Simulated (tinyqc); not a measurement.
Inside a calculation. Model: phase-change memory cell, resistance drift and retention.

tinyqc, about 0.01 s, one thread, Intel Xeon 2.30GHz (shared host): `OMP_NUM_THREADS=1 python tinyqc.py 2880138 2880139 out.jsonl` Printed values are rounded.

The amorphous state follows Ra = R0 (t/t0)^nu exp[(q Ec/kB)(1/T - 1/(300 K))], with nu taken as independent of T. An intermediate level follows the logarithmic mixing rule ln R = (1 - fa) ln Rc + fa ln Ra with constant Rc. The time to lose the data by crystallisation is tr = tx exp[(q Ex/kB)(1/T - 1/Tx)]; 1 year = 3.15576e7 s. These are empirical laws.

Parameters, values chosen for the exercise; values of the order found in chalcogenide phase-change cells: resistance of the amorphous state at t0 and 300 K R0 = 1.2 Mohm; reference time t0 = 0.1 s; drift exponent nu = 0.05; activation energy of conduction Ec = 0.27 eV; activation energy of crystallisation Ex = 2.7 eV; temperature of a bake Tx = 473 K; time to crystallise in that bake tx = 36 s; operating temperature T = 328 K; time of the read t = 1e6 s; amorphous share of an intermediate level fa = 0.67; resistance of the crystalline state Rc = 22 kohm.

Constants: q = 1.602176634e-19 C, kB = 1.380649e-23 J/K. Results are converted to the units shown.

## Resistances at the read

Ra and the intermediate level as above; its effective drift exponent is fa nu.

drift factor = 2.23872
temperature factor = 0.410013
Ra = 1.10149 Mohm
intermediate level = 0.302779 Mohm
effective exponent = 0.0335

Against R0 the resistance has fallen by a factor of 1.09.

## Retention

tr at T; the ten-year temperature solves tr = 10 years: 1/T10 = 1/Tx + (kB/(q Ex)) ln(10 years/tx).

tr = 5.95508e6 years
T10 = 381.041 K
loss of tr per kelvin, q Ex/(kB T^2) = 29.1235 %/K

T lies 53.0 K below T10, so ten years are met.
